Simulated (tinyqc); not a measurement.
# Read current of a NAND string, cells in series solved by shooting, step by step

tinyqc, about 1 s, one thread, Intel Xeon 2.30GHz (shared host): `OMP_NUM_THREADS=1 python tinyqc.py 2142170 2142171 out.jsonl` Printed values are rounded.

Cells in series, numbered from 0 at the source line (0 V) to the bit line, each followed by a gap resistance Rg. A cell with gate Vg, threshold VT, source Vs and drain Vd passes I = 2 nf K Vt^2 [F(Vs) - F(Vd)]/(1 + th max(Vg - VT, 0)), F(V) = ln^2(1 + exp((Vg - VT - nf V)/(2 nf Vt))). The selected cell has Vg = Vr, the others Vg = Vp.

Values chosen for this exercise; values of the order met in vertical NAND strings:
- T = 300 K (temperature)
- K = 6.2 uA/V^2 (gain factor of a cell)
- nf = 1.5 (slope factor)
- th = 0.09 1/V (mobility reduction factor)
- Rg = 2.1 kohm (resistance of the gap between cells)
- Vbl = 0.7 V (bit-line voltage)
- Vp = 6 V (pass voltage)
- Vr = 3.72 V (read voltage on the selected word line)

Constants: q = 1.602176634e-19 C, kB = 1.380649e-23 J/K, Vt = kB T/q. Results are converted to the units shown.

## Step 1: node voltages for a trial current

first trial current = 1.1 uA
thresholds from the source end, cell 0 to 4 (V): [-2.2, 2.4, -2.2, 3.1, -2.2]

For a trial current I start at 0 V and, cell by cell (the selected one is cell 1), solve for the drain: sqrt(F(Vd)) = sqrt(F(Vs) - I/k), k = 2 nf K Vt^2/(1 + th max(Vg - VT, 0)), Vd = [Vg - VT - 2 nf Vt ln(exp(sqrt F) - 1)]/nf, then add I Rg.

node voltage after each cell and gap, trial 1, cell 0 to 4 (V): [0.04004448, 0.2183351, 0.2599609, 0.3539120, 0.3965886]

## Step 2: node voltages for a trial current

second trial current = 1.7 uA

As before.

node voltage after each cell and gap, trial 2, cell 0 to 4 (V): [0.06199790, 0.3735690, 0.4399040, 0.6067453, 0.6761322]

## Course of the secant iteration

Secant steps on the end voltage less Vbl, from the two trials; a trial above the saturation current of a cell has no solution and is moved halfway to the previous trial. Stop below 1e-9 V.

Course of the iteration:
```
iteration    I (uA)  end voltage - Vbl (V)  halvings
1          1.751229                3.85e-3         0
2          1.744107               -4.98e-5         0
3          1.744197               -1.04e-7         0
4          1.744198               2.82e-12         0
```

Converged in 4 iterations to I = 1.7442 uA. The selected cell takes 45.7 % of the bit-line voltage and the gaps together 2.62 %.
